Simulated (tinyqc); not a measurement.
Band offset of a heterojunction with an interface dipole (two-band chains, self-consistent charge): sweeps and comparisons. A value that a table varies takes the place of the one given here.

Sites alternate A, C. Left: A at -G1/2, C at +G1/2, hopping -t1; right: A at D - G2/2, C at D + G2/2, hopping -t2; the bonds across the two interfaces of a ring (C left to A right, C right to A left) have -sqrt(t1 t2). D is the offset of the mid-gaps, so Ev(right) - Ev(left) = D - (G2 - G1)/2 and Ec(right) - Ec(left) = D + (G2 - G1)/2. The closing bond has its sign reversed (antiperiodic ring). Half the levels are filled with two electrons each. The charge moved is q = (electrons on the left) less one a site; the mean over the two interfaces, q/2, is taken as the charge that crosses each, and its dipole opposes the offset: D = D0 - u q/2.

From here on the ring has 24 cells a side.

Parameters, chosen for this exercise (gaps near those of GaAs and AlAs; the chains and D0 are free models, so the offsets are not those of the real pair; not measured data):
- G1 = 1.38 eV (gap on the left)
- G2 = 2.17 eV (gap on the right)
- t1 = 2.35 eV (hopping on the left)
- t2 = 2.73 eV (hopping on the right)
- u = 5.6 eV (potential step per electron moved across)
- D0 = 0.42 eV (mid-gap of the right side above that of the left, without dipole)

## Where the moved charge sits

D = 0.22709 eV

Electrons in cell k from an interface at the self-consistent D, less those at D = 0. Interface 1 joins C left to A right, interface 2 C right to A left. The decay lengths 1/(2 kappa a) are those of mid-gap states, cosh(kappa a) = 1 + G^2/(8 t^2).

Change of the electron count:
```
k  left of 1  right of 1  left of 2  right of 2
1    0.02030    -0.02238    0.01842    -0.02041
2    0.00807    -0.00806    0.00732    -0.00728
3    0.00382    -0.00327    0.00348    -0.00295
4    0.00190    -0.00137    0.00173    -0.00123
5    0.00096    -0.00058    0.00088    -0.00052
6    0.00050    -0.00025    0.00046    -0.00022
```

decay lengths (cells): left 1.709, right 1.266

Over six cells interface 1 moves +0.0355 electrons to the left side and -0.0359 to the right, interface 2 +0.0323 and -0.0326: each change is a dipole, and the two differ because the bonds join different sites. The first cells hold 60 % of it at interface 1. The tail is longer on the left, where the gap is smaller against the hopping: from k = 2 to 4 it falls by a factor 4.26, and pure mid-gap decay would give 3.22; the exponential carries a prefactor that falls as a power of the distance, so the first cells drop faster.

## Screening of the starting offset

chi = 0.302420 1/eV

D0 is varied; the self-consistent D is found by bisection. chi = dq/dD at D = 0; the linear rule is D = S D0 with S = 1/(1 + u chi/2). The gap of the junction closes (type III) at |D| = (G1 + G2)/2.

Against D0:
```
2 D0/(G1 + G2)  D0 (eV)  q at D0   D (eV)    D/D0  linear (eV)
-0.85            -1.509  -0.5360  -0.8017  0.5313      -0.8170
-0.55            -0.976  -0.3139  -0.5244  0.5372      -0.5286
-0.30            -0.532  -0.1639  -0.2877  0.5402      -0.2883
-0.15            -0.266  -0.0809  -0.1441  0.5412      -0.1442
0.10              0.177   0.0538   0.0961  0.5413       0.0961
0.25              0.444   0.1359   0.2399  0.5406       0.2403
0.50              0.887   0.2822   0.4774  0.5379       0.4806
0.80              1.420   0.4934   0.7561  0.5325       0.7689
0.95              1.686   0.6369   0.8918  0.5289       0.9131
```

D/D0 lies between 0.529 and 0.541, against S = 0.541 from chi at D = 0; the linear rule misses by at most 21 meV. q is odd in D. Less than half of the starting offset is screened, so the natural line-up still counts most.

## Wider gaps screen less

G2 is varied. chi = (q(+0.01) - q(-0.01))/0.02 at D = 0, S = 1/(1 + u chi/2).

Against G2:
```
G2 (eV)  chi (1/eV)       S
0.7         0.51672  0.4087
1.1         0.43132  0.4530
1.5         0.37187  0.4899
2.3         0.29173  0.5504
3.4         0.22245  0.6162
5.5         0.14519  0.7110
7.0         0.11102  0.7629
9.0         0.07982  0.8173
```

chi falls from 0.5167 to 0.0798 1/eV, a factor 6.5, and S rises from 0.409 to 0.817: charge crosses through the tails of states that tunnel into the other gap, and these shorten as the gap widens. u is kept fixed, though a wider gap also screens less and would raise it.

## What each parameter does

Self-consistent D by bisection, q there, and the two offsets. Each row changes one parameter from the base and keeps the others.

Results:
```
case           D (eV)       q  valence offset (eV)  conduction offset (eV)
base           0.2271  0.0689              -0.1679                  0.6221
G1 = 1.587 eV  0.2333  0.0667              -0.0582                  0.5248
G2 = 2.495 eV  0.2362  0.0656              -0.3213                  0.7937
t1 = 2.702 eV  0.2270  0.0689              -0.1680                  0.6220
t2 = 3.139 eV  0.2271  0.0689              -0.1679                  0.6221
D0 = 0.483 eV  0.2610  0.0793              -0.1340                  0.6560
u = 6.44 eV    0.2125  0.0644              -0.1825                  0.6075
```

The largest shifts from the base row, up to three for each result and ties (the steps differ in size, so this ranks the rows, not the parameters). D (eV): D0 +0.0339, u -0.0146, G2 +0.0092; unchanged at the printed digits by t2. q: D0 +0.0104, u -0.0045, G2 -0.0033; unchanged at the printed digits by t1 and t2. valence offset (eV): G2 -0.1533, G1 +0.1097, D0 +0.0339; unchanged at the printed digits by t2. conduction offset (eV): G2 +0.1717, G1 -0.0973, D0 +0.0339; unchanged at the printed digits by t2.

tinyqc: `OMP_NUM_THREADS=1 python tinyqc.py 1480039 1480040 out.jsonl`; about 0.4 s, one thread, shared Intel(R) Xeon(R) Processor @ 2.30GHz.
